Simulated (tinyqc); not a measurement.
Worked calculation: UHF in the 6-31g basis, for H3, spin multiplicity 2. Computed by tinyqc, a small Python program that keeps every step (integrals from PySCF). Settings: charge = 0, multiplicity = 2, basis = 6-31g, energy threshold = 1e-09, iteration cap = 79, orthogonalisation = symmetric, start = random, DIIS depth = 0, damping = 0.7, method = UHF. Command: `OMP_NUM_THREADS=1 python tinyqc.py 26405 26406 out.jsonl` (the two numbers bound the seeds that draw the settings). One thread of a shared host (Intel(R) Xeon(R) Processor @ 2.60GHz), about 0.1 s of CPU time with the checks.

Geometry (angstrom):

| atom | x | y | z |
|---|---|---|---|
| H | 0.000000 | 0.000000 | 0.000000 |
| H | 0.000000 | 0.000000 | 1.075000 |
| H | 0.000000 | 0.000000 | -1.075000 |

Stop when the energy changes by less than 1e-09 hartree and every element of the error matrix X^T (F D S - S D F) X (for each spin) is below 9e-06.

Course of the cycle:

| iteration | E (hartree) | change | largest element of the error matrix |
|---|---|---|---|
| 1 | 1.51808793 | - | 2.78e-01 |
| 2 | 0.78648833 | -7.32e-01 | 2.39e-01 |
| 3 | 0.18169015 | -6.05e-01 | 1.98e-01 |
| 4 | -0.29061944 | -4.72e-01 | 1.61e-01 |
| 5 | -0.64710985 | -3.56e-01 | 1.30e-01 |
| 6 | -0.91045611 | -2.63e-01 | 1.04e-01 |
| 7 | -1.10228725 | -1.92e-01 | 8.39e-02 |
| 8 | -1.24073472 | -1.38e-01 | 6.78e-02 |
| 9 | -1.34004450 | -9.93e-02 | 5.49e-02 |
| 10 | -1.41099953 | -7.10e-02 | 4.46e-02 |
| 11 | -1.46157432 | -5.06e-02 | 3.64e-02 |
| 12 | -1.49757815 | -3.60e-02 | 2.99e-02 |
| 13 | -1.52320064 | -2.56e-02 | 2.46e-02 |
| 14 | -1.54144277 | -1.82e-02 | 2.03e-02 |
| ... | ... | ... | ... |
| 66 | -1.58808336 | -1.02e-07 | 7.80e-05 |
| 67 | -1.58808344 | -8.53e-08 | 7.10e-05 |
| 68 | -1.58808351 | -7.11e-08 | 6.47e-05 |
| 69 | -1.58808357 | -5.93e-08 | 5.89e-05 |
| 70 | -1.58808362 | -4.94e-08 | 5.37e-05 |
| 71 | -1.58808366 | -4.12e-08 | 4.89e-05 |
| 72 | -1.58808370 | -3.44e-08 | 4.46e-05 |
| 73 | -1.58808372 | -2.87e-08 | 4.06e-05 |
| 74 | -1.58808375 | -2.39e-08 | 3.70e-05 |
| 75 | -1.58808377 | -1.99e-08 | 3.37e-05 |
| 76 | -1.58808379 | -1.66e-08 | 3.07e-05 |
| 77 | -1.58808380 | -1.39e-08 | 2.80e-05 |
| 78 | -1.58808381 | -1.16e-08 | 2.56e-05 |
| 79 | -1.58808382 | -9.66e-09 | 2.33e-05 |

Can the last value be used, and what does the course show?

Not by the stop rule, although the second column moves by less than 1e-07 over the last three steps. Not converged within the cap of 79 iterations: the residual falls steadily but slowly, by a factor of about 0.91 a step. Reruns (cap 100 unless said): DIIS 8: converged in 12; damping 0.5: converged in 56; level shift 0.5: converged in 52; atomic densities as start, DIIS 8: converged in 8; the original settings with a cap of 400: converged in 92. PySCF UHF in the same basis, after a stability check = -1.58808387 hartree.
